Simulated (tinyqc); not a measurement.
Inside a calculation. Method: tight binding, dimerised chain. One step of it, computed by the program tinyqc.

Question. Levels at X. Diagonalise the Hermitian matrix.

H(k) at X (eV):
```
           A          B
A   0.000000  -1.410000
B  -1.410000   0.000000
```

Give: eigenvalues; weights |c|^2 of the basis functions.

Answer.

eigenvalues (eV): -1.4100  1.4100

weights |c|^2 of the basis functions:
```
   band 1  band 2
A  0.5000  0.5000
B  0.5000  0.5000
```
